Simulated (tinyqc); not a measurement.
Nanosheet or nanowire with hard walls, valleys of the Si type, step by step. Values are carried at full precision from step to step, so a last printed digit may differ when a step is redone from the rounded ones.

Six ellipsoidal valleys along the cube axes: inverse mass tensor w = 1/mt + (1/ml - 1/mt) a a^T with a the unit axis. Device axes: x along the channel, z = [001], y = z x x.

Constants: hbar^2/2m0 = 3.80998211 eV angstrom^2; hbar = 6.58211957e-16 eV s; e^2/h = 3.874045865e-05 S; kB = 8.617333262e-05 eV/K.

Inputs chosen for the exercise (near those of Si; not measured data):
- ml = 0.907 m0 (longitudinal mass)
- mt = 0.19 m0 (transverse mass)
- channel = 110 (transport direction x on a (001) wafer)
- W = 255 angstrom (width, along y)
- H = 60 angstrom (height, along z = [001])
- dE = 0.037 eV (EF above the lowest subband edge)
- T = 77 K (temperature)
- g_all = 6 (number of valleys)

## Valley masses for a [110] channel

Rotate w into the device axes and group equal valleys (|w_yz| counts); order by w_zz, then w_yy. 1/m_x = w_xx - w_xc w_c^-1 w_cx with c the block (y, z).

Valleys:

| group | valleys g | w_yy | w_zz | \|w_yz\| | m_x (m0) |
|---|---|---|---|---|---|
| A | 2 | 5.2632 | 1.1025 | 0.0000 | 0.1900 |
| B | 4 | 3.1828 | 5.2632 | 0.0000 | 0.5485 |

The lightest transport mass, 0.190 m0, belongs to group A.

## One-dimensional subbands

Hard walls around a W x H rectangle. The block w_c of w in (y, z) confines; the transport mass follows from 1/m_x = w_xx - w_xc w_c^-1 w_cx. The cross-section problem c (w_yy ky^2 + 2 w_yz ky kz + w_zz kz^2), c = hbar^2/2m0, is solved in products sin(n pi y/W) sin(l pi z/H), n, l = 1 to 12; if w_yz = 0 the levels are c pi^2 (w_yy n^2/W^2 + w_zz l^2/H^2). The w_yz term couples (n, l) to (n', l') by -2 c w_yz D_nn'(W) D_ll'(H) with D_nm(L) = 4 n m/(L (n^2 - m^2)) for n + m odd and 0 otherwise.

The ten lowest levels of all groups together, numbered within each group.

Subbands:

| label | valleys g | m_x (m0) | E (eV) |
|---|---|---|---|
| A1 | 2 | 0.1900 | 0.0146 |
| A2 | 2 | 0.1900 | 0.0237 |
| A3 | 2 | 0.1900 | 0.0389 |
| A4 | 2 | 0.1900 | 0.0491 |
| B1 | 4 | 0.5485 | 0.0568 |
| A5 | 2 | 0.1900 | 0.0582 |
| A6 | 2 | 0.1900 | 0.0602 |
| B2 | 4 | 0.5485 | 0.0623 |
| B3 | 4 | 0.5485 | 0.0715 |
| A7 | 2 | 0.1900 | 0.0735 |

The lowest subband is A1; the number of further ones in the list within kB T = 6.6 meV of it at 77 K is 0.

## Modes, density and velocity at zero temperature

With EF = E_lowest + dE, each subband below EF has k_F = sqrt(m_x (EF - E)/c), carries n = 2 g k_F/pi electrons per length (spin included), moves at v = 2 c k_F/(hbar m_x) and adds 2 g e^2/h to the ballistic conductance; c = hbar^2/2m0, 1 angstrom/s = 1e-8 cm/s.

Occupied subbands:

| label | k_F (1/angstrom) | n (1/nm) | v (1e7 cm/s) |
|---|---|---|---|
| A1 | 0.0430 | 0.547 | 2.62 |
| A2 | 0.0373 | 0.475 | 2.27 |
| A3 | 0.0251 | 0.320 | 1.53 |
| A4 | 0.0111 | 0.141 | 0.67 |

total n = 1.482 1/nm
ballistic conductance = 619.8 microsiemens

EF lies below the last listed level, so the count is complete for these valleys (other families, and non-parabolicity above about 0.2 eV, are left out): 4 subbands with 8 valley modes. The Fermi velocity, averaged with the densities as weights, is 2.09 x 1e7 cm/s; the mean over all filled states moving one way is half of it.

## Threshold shift from confinement

Without degeneracy the line density is N1 exp((EF - Ec)/kB T) with N1 = sum 2 g sqrt(m_x kB T/(4 pi c)) exp(-E/kB T), here over n, l up to 80 where w_yz = 0 and over all levels of a 12 x 12 sine basis otherwise; the classical value is W H Nc with Nc = 2 g_all (m_dos kB T/(4 pi c))^(3/2), m_dos = (ml mt^2)^(1/3); dVt = kB T ln(W H Nc/N1).

Form N1, W H Nc and dVt.

N1 = 0.02963 1/nm
W H Nc = 0.5420 1/nm
dVt = 19.3 mV

## Checks

- Lowest level of group A on a 40 x 40 difference grid against the sine basis, eV: both 0.015.

(tinyqc, `OMP_NUM_THREADS=1 python tinyqc.py 1282252 1282253 out.jsonl`, Intel(R) Xeon(R) Processor @ 2.30GHz, 1 thread, shared host, about 0.02 s.)
